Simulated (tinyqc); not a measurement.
Changing the pulse time t: atomic layer deposition: Langmuir saturation, growth per cycle and coating of deep features. Computed by tinyqc, a small Python program. Command: `OMP_NUM_THREADS=1 python tinyqc.py 3029070 3029071 out.jsonl ald sweep`. One thread of a shared host (Intel(R) Xeon(R) Processor @ 2.30GHz), about 0.04 s of CPU time with the checks.

Precursor A sticks only on free sites, so a long enough pulse saturates; co-reactant B then frees the sites again.

Inputs (values chosen for the exercise, modelled on aluminium oxide from trimethylaluminium and water):

| quantity | value | unit |
|---|---|---|
| precursor mass M | 72 | u |
| site density q | 4.6 | 1/nm^2 |
| growth per cycle at saturation G | 1.2 | angstrom |
| sticking probability beta on free sites | 0.001 | - |
| precursor pressure p | 1 | Pa |
| temperature T | 200 | C |
| co-reactant completion per pulse c_B | 0.95 | - |
| desorption energy E_d | 1.61 | eV |
| purge time t_p | 3.4 | s |
| aspect ratio a | 10 | - |

Feature: round hole.

Constants: u = 1.6605390666e-27 kg; k_B = 1.380649e-23 J/K; k_B = 8.617333262e-05 eV/K.

Method:
- Wall flux F = p/sqrt(2 pi M k_B T); rate of filling k_a = beta F/q; desorption k_d = 1e13 exp(-E_d/(k_B T)) per second. 1/m^2 = 1e-18/nm^2.
- Temperatures in kelvin are T(C) + 273.15.
- One cycle from coverage th0: pulse A gives th1 = th_s + (th0 - th_s) exp(-(k_a + k_d) t), th_s = k_a/(k_a + k_d); the purge leaves th2 = th1 exp(-k_d t_p); pulse B converts c_B th2 into film and leaves th3 = (1 - c_B) th2. Growth = G c_B th2.
- The periodic state has th0 = th3: th0 = (1 - c_B) e_p th_s (1 - e_a)/(1 - (1 - c_B) e_p e_a), with e_a = exp(-(k_a + k_d) t), e_p = exp(-k_d t_p).
- Share of impinging molecules used = q (th1 - th0)/(F t).
- Diffusion-limited filling (Gordon) of a round hole of diameter w: a saturation front at depth z needs dz/dt = D_K n/(z (4q/w)), with Knudsen D_K = w c/3 and F = n c/4; including the entrance and floor terms, t = (q/F)(1 + 19a/4 + 3a^2/2). Reaction-limited filling needs ln(100)/k_a at any depth, k_a = beta F/q. Flow is molecular. The front picture holds when the modulus a sqrt(beta) is well above 1.
- Depth reached by the given pulse: solve the same formula for a. Exposure = p x diffusion-limited time; 1 langmuir = 1.33322e-4 Pa s.

One run for each value:

| pulse time t (s) | growth per cycle (angstrom) | share of impinging molecules used | aspect ratio reached by the front in time t |
|---|---|---|---|
| 0.023 | 0.0823 | 9.6166e-04 | 5.45 |
| 0.058 | 0.1959 | 9.0730e-04 | 9.45 |
| 0.14 | 0.4151 | 7.9632e-04 | 15.49 |
| 0.36 | 0.7795 | 5.8163e-04 | 25.74 |
| 0.89 | 1.0711 | 3.2325e-04 | 41.35 |
| 2.2 | 1.1385 | 1.3900e-04 | 65.89 |
| 5.5 | 1.1397 | 5.5659e-05 | 105.10 |
| 14 | 1.1397 | 2.1866e-05 | 168.61 |
| 34 | 1.1397 | 9.0037e-06 | 263.64 |
| 84 | 1.1397 | 3.6443e-06 | 415.29 |

Over the rows, growth per cycle (angstrom) rises from 0.0823 to 1.14, flat over part of the range; share of impinging molecules used falls from 9.62e-4 to 3.64e-6 (exponent d ln y / d ln x -0.063 between the first rows and -1.00 between the last); aspect ratio reached by the front in time t rises from 5.45 to 415 (exponent d ln y / d ln x 0.60 between the first rows and 0.50 between the last). At the high end the exponent of growth per cycle is 0.00, close to 0: self-limiting growth. At the low end the exponent of growth per cycle is 0.94, close to 1: far from saturation. At the high end the exponent of share of impinging molecules used is -1.00, close to -1: after saturation more gas is wasted. At the high end the exponent of aspect ratio reached by the front in time t is 0.50, close to 0.50: the front moves as sqrt(t). Growth saturates once k_a t passes a few units, since A sticks only on free sites; longer pulses then serve only depth.

Caution (rows 0.0230, 0.0580, 0.140, 0.360, 0.890): the pulse is shorter than ln(100)/k_a, so even the open surface is not saturated and the depth reached has no meaning. Caution (rows 0.0230, 0.0580, 0.140, 0.360, 0.890): the depth reached is formal here: it is under 2/sqrt(beta), so no sharp front has formed.
